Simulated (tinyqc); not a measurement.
Domain walls in a thin film with perpendicular anisotropy: Bloch, Neel and chiral walls, motion and stripe domains. Changing the DMI constant D. Computed by tinyqc, a small Python program. Command: `OMP_NUM_THREADS=1 python tinyqc.py 3011335 3011336 out.jsonl mwall sweep`. One thread of a shared host (Intel(R) Xeon(R) Processor @ 2.30GHz), about 0.07 s of CPU time with the checks.

One-dimensional wall: polar angle theta(x), azimuth phi of the moment in the wall (phi = 0 Neel, 90 degrees Bloch). mu_0 = 1.25663706212e-6 T m/A, gamma = 1.76085963023e11 rad/(s T).

Inputs (values chosen for the exercise, for a model film):
```
quantity                      value    unit
saturation magnetisation M_s   1290    kA/m
exchange stiffness A             10    pJ/m
uniaxial anisotropy K_u        1310  kJ/m^3
thickness t                     2.8      nm
damping alpha                 0.023       -
field mu_0 H_z                   27      mT
```

Drive: magnetic field.

Method:
- K_eff = K_u - mu_0 M_s^2/2; Delta = sqrt(A/K_eff); sigma_0 = 4 sqrt(A K_eff); profile theta = 2 arctan exp(x/Delta); quality factor Q = 2 K_u/(mu_0 M_s^2).
- sigma(phi) = sigma_0 + 2 Delta K_D cos^2(phi) - pi D cos(phi), with the wall shape anisotropy K_D = N_x mu_0 M_s^2/2, N_x = t ln 2/(pi Delta). The minimum has cos(phi) = D/D_N for D < D_N = 4 Delta K_D/pi and phi = 0 beyond; sigma turns negative at D_c = (sigma_0 + 2 Delta K_D)/pi.
- Field drive: steady motion v = gamma Delta B/alpha needs B = (alpha/2) [2 B_D sin(phi) - B_K sin(2 phi)] in size, B_K = 2 K_D/M_s, B_D = pi D/(2 M_s Delta), with phi moving from its rest value; the Walker field B_W is the largest value of |B_D sin(phi) - (B_K/2) sin(2 phi)| times alpha, reached at cos(phi) = [d - sqrt(d^2 + 8)]/4, d = B_D/B_K. Far above B_W/alpha, v = gamma Delta B alpha/(1 + alpha^2); this is used for all B above B_W.

One run for each value; columns: (1) DMI constant D (mJ/m^2); (2) Walker field B_W (mT); (3) velocity at B_W (m/s); (4) azimuth phi (degrees); (5) wall energy sigma (mJ/m^2):
```
(1)      (2)    (3)    (4)    (5)
0.010  1.905   89.7  89.30  6.504
0.020  1.937   91.2  88.61  6.504
0.040  2.003   94.3  87.21  6.501
0.079  2.131  100.3  84.49  6.492
0.160  2.405  113.2  78.78  6.455
0.320  2.965  139.6  67.10  6.309
0.630  4.117  193.8  40.00  5.746
1.300  6.801  320.2   0.00  3.712
```

Over the rows, Walker field B_W (mT) rises from 1.90 to 6.80 (exponent d ln y / d ln x 0.024 between the first rows and 0.69 between the last); velocity at B_W (m/s) rises from 89.7 to 320 (exponent d ln y / d ln x 0.024 between the first rows and 0.69 between the last); azimuth phi (degrees) falls from 89.3 to 0.  Left out: 2.50 (the wall energy is near zero or negative, and spirals replace domains).

Caution (all rows): below about 3 B_W/alpha the mean velocity lies above the far-field formula, by a factor of roughly 1 + (B_W/(alpha B))^2/2.

Extremes, crossings and ranges named in words are read from the listed rows.
